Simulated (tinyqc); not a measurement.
# A finite superlattice with mass mismatch, transfer matrices: what changes with what

One electron of energy E comes from the left lead (band edge 0); no transverse momentum. Parabolic bands, masses in units of m0, C = hbar^2/(2 m0); psi and psi'/m are continuous at every interface. N periods of a barrier d1 followed by a well Lw; the right lead equals the left one.

Values chosen for this exercise; masses and offsets close to those of GaAs wells and AlGaAs barriers:
- mL = 0.069 m0 (mass in the left lead)
- U1 = 0.25 eV (barrier height)
- m1 = 0.09 m0 (barrier mass)
- d1 = 1.7 nm (barrier width)
- Lw = 5.3 nm (well width (edge 0, mass mL))
- N = 4 (number of periods)
- E = 0.17 eV (electron energy)

Constants: q = 1.602176634e-19 C, hbar = 1.054571817e-34 J s, m0 = 9.1093837015e-31 kg, hbar^2/(2 m0) = 0.0380998212 eV nm^2. Results are converted to the units shown.

Each table varies one quantity; the others keep the values above.

## Lowest miniband against Lw

For the pair (psi, psi'/m) a flat layer has M = [[cos kd, (m/k) sin kd], [-(k/m) sin kd, cos kd]] with k = sqrt(m (E - U)/C) above its edge U, and M = [[cosh Kd, (m/K) sinh Kd], [(K/m) sinh Kd, cosh Kd]] with K = sqrt(m (U - E)/C) below it. With x(E) = (M11 + M22)/2 of one period, the lowest miniband of the infinite superlattice runs from x = 1 to x = -1, and the mass at its bottom is -2 C (dx/dE)/(d1 + Lw)^2.

Lowest miniband against Lw:
```
Lw (nm)  bottom (eV)  top (eV)  width (meV)  mass at the bottom (m0)
2.6          0.08816    0.2688        180.7                  0.08228
3.8          0.06439    0.1667        102.3                  0.08350
4.9          0.05047    0.1169        66.47                  0.08533
6.1          0.04005   0.08447        44.42                  0.08781
7.2          0.03317   0.06530        32.13                  0.09038
8.3          0.02797   0.05199        24.02                  0.09316
9.5          0.02360   0.04164        18.04                  0.09637
10.6         0.02046   0.03465        14.19                  0.09944
```

The width falls from 181 to 14.2 meV, the bottom falls from 0.0882 to 0.0205 eV, and the mass at the bottom rises from 0.0823 to 0.0994 m0 (well mass 0.069).

## Transmission against energy

The matrices are multiplied with later layers to the left. With M acting on (psi, psi'/m) and v = k/m in each lead, T(E) = 4 vL vR/[(vL vR M12 - M21)^2 + (vR M11 + vL M22)^2]. The last column is exp(-2 sum K d) over the layers with U > E.

Transmission against energy:
```
E (eV)      T(E)  exp(-2 sum K d)
0.02    5.242e-6         4.430e-5
0.059     0.2625         1.078e-4
0.098     0.1553         2.889e-4
0.137   0.004724         8.881e-4
0.176   0.007220         0.003393
0.215    0.08496          0.02003
0.255     0.6982            1.000
0.294     0.9661            1.000
0.333     0.6870            1.000
0.372      1.000            1.000
0.411     0.2620            1.000
0.45     0.09883            1.000
```

What does the table show?

T(E) runs from 5.24e-6 at 0.02 eV to 0.0988 at 0.45 eV; among the rows its largest value is 1.00 at 0.372 eV. Below the barriers it exceeds exp(-2 sum K d) by up to a factor of 2430 (at 0.059 eV), which marks a resonance or miniband close to that energy.

## Transmission against the number of periods

x = (M11 + M22)/2 of one period. For |x| < 1 the energy lies in a miniband and cos(th) = x; for |x| > 1 it lies in a gap and cosh(g) = |x|. M^N = U_(N-1)(x) M - U_(N-2)(x) 1, with U_n = sin((n + 1) th)/sin th in a band and sign(x)^n sinh((n + 1) g)/sinh g in a gap.

Results:
```
N         T(E)  1/T(E) - 1
1      0.54407     0.83801
2      0.14144      6.0699
3     0.029705      32.664
5    0.0011835      843.96
6    2.3469e-4      4259.9
8    9.2219e-6    1.0844e5
10   3.6232e-7    2.7600e6
12   1.4235e-8    7.0248e7
16  2.1974e-11   4.5508e10
```

Estimate the missing row, N = 4.

Computed row:
```
N       T(E)  1/T(E) - 1
4  0.0059569      166.87
```

With this row back in the table: Here x = -1.346. The energy lies in a gap with g = 0.809: T(E) falls from 0.544 to 2.20e-11, over the last four periods by 1.62 in ln T(E) a period, against 2 g = 1.62.

tinyqc, about 0.01 s, one thread, Intel Xeon 2.30GHz (shared host): `OMP_NUM_THREADS=1 python tinyqc.py 2560121 2560122 out.jsonl`
